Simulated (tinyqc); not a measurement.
Keating valence-force model of a tetrahedral crystal: one step, computed by the program tinyqc. Command: `OMP_NUM_THREADS=1 python tinyqc.py 3015166 3015167 out.jsonl keating walk`. One thread of a shared host (Intel(R) Xeon(R) Processor @ 2.30GHz), about 0.02 s of CPU time with the checks.

Atom A sits at 0 and atom B at a/4 (1,1,1) of an fcc lattice; the four bonds from A are t = a/4 (1,1,1), a/4 (1,-1,-1), a/4 (-1,1,-1), a/4 (-1,-1,1), of length d = sqrt(3) a/4. Energy: E = (3 alpha/(8 d^2)) sum over bonds (r.r - d^2)^2 + (3 beta/(8 d^2)) sum over pairs of bonds at one atom (r_i.r_j + d^2/3)^2, with beta_A for the six pairs at A and beta_B for the six at B. The cell holds two atoms, Omega = a^3/4. 1 N/m = 1 J/m^2.

Task: LO-TO splitting. The long-range field adds 4 pi Z*^2 (e^2/(4 pi eps_0))/(eps_inf Omega mu) to lambda for the longitudinal mode at q -> 0; lambda = (nu/15.6333042 THz)^2; eps_0 = eps_inf (nu_LO/nu_TO)^2 (Lyddane-Sachs-Teller; here eps_0 is the static dielectric constant).

Inputs (values chosen for the exercise, for a model crystal): lattice constant a = 4.688 angstrom; Born charge Z* = 2.28 e; eps_inf = 7.22.

Structure: zinc blende.

nu_TO at G = 14.41392 THz

reduced mass mu = 11.97368 u

Constants: nu for 1 eV/(angstrom^2 u) = 15.6333042 THz; e^2/(4 pi eps_0) = 14.39964548 eV angstrom.

Give: nu_LO at G; static dielectric constant.

Result:

nu_LO at G = 17.64 THz

static dielectric constant = 10.81

The splitting is 22.3 % of nu_TO, and the lattice adds 3.59 to the dielectric constant.
